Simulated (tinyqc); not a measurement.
On-chip interconnect, size-dependent resistivity and RC delay: two steps of the calculation.

A rectangular line between two neighbours and two ground planes. Surface and grain-boundary scattering are added to the bulk resistivity as corrections; capacitances are parallel-plate values without fringing; inductance is ignored.

Parameters, values chosen for the exercise; metal values close to those of cobalt:
- rho0 = 6.35 uohm cm (bulk resistivity)
- lam = 11.9 nm (bulk mean free path)
- ps = 0 (specular share of surface scattering)
- Rg = 0.21 (reflection coefficient of grain boundaries)
- gr = 1.5 (grain size over the metal width)
- wd = 11 nm (drawn line width)
- AR = 1.6 (aspect ratio, height over width)
- tl = 0.7 nm (liner on both walls and the bottom, not conducting)
- sp = 11 nm (space to the neighbouring lines)
- hd = 15 nm (dielectric height to the planes above and below)
- ek = 2.5 (relative permittivity of the dielectric)
- Mf = 2 (Miller factor of the neighbours)
- Lw = 360 um (line length)
- Rd = 4000 ohm (driver resistance)
- Cl = 2.7 fF (load capacitance)

Constants: eps0 = 8.8541878128e-12 F/m. Results are converted to the units shown.

Problem 1. Resistivity, resistance and capacitance per length. Metal width x = wd - 2 tl, height y = AR wd - tl; grain boundaries (Mayadas-Shatzkes): al = (lam/(gr x)) Rg/(1 - Rg), g = 1/[1 - 3 al/2 + 3 al^2 - 3 al^3 ln(1 + 1/al)] - 1; surfaces (Fuchs-Sondheimer, thick limit): s = (3/8) lam (1 - ps)(1/x + 1/y); rho = rho0 (1 + g + s); r = rho/(x y); c = eps0 ek (2 wd/hd + 2 Mf AR wd/sp).

Give: x; y; al; g; s; rho; r; c.

Solution 1.

x = 9.6000 nm
y = 16.900 nm
al = 0.21967
g = 0.31450
s = 0.72890
rho = 12.976 uohm cm
r = 799.78 ohm/um
c = 0.17413 fF/um

Problem 2. Ladder and Elmore delays. 4 equal pi sections: series Rs = r Lw/4; node capacitances c Lw/4, halved at nodes 0 and 4, with Cl added to node 4; Rd feeds node 0. Elmore delay of node k: the sum, over the resistors on the path to k, of resistance times all capacitance downstream of it.

r = 799.77691 ohm/um
c = 0.17413236 fF/um

Give: Rs; C; Elmore delay.

Solution 2.

Rs = 71980 ohm

| node | C (fF) | Elmore delay (ps) |
|---|---|---|
| 0 | 7.8360 | 261.55 |
| 1 | 15.672 | 4404.1 |
| 2 | 15.672 | 7418.6 |
| 3 | 15.672 | 9305.1 |
| 4 | 10.536 | 10063 |

The far-end value equals Rd (c Lw + Cl) + r Lw (c Lw/2 + Cl) for any number of pi sections; the line resistance contributes 97.4 % of it.

Range of the model: The metal width is under the mean free path, where the thick-limit surface term and the simple sum of corrections lose accuracy.

Numbers from tinyqc (`OMP_NUM_THREADS=1 python tinyqc.py 2100026 2100027 out.jsonl`; about 0.01 s on one thread of a shared Intel Xeon 2.30GHz).
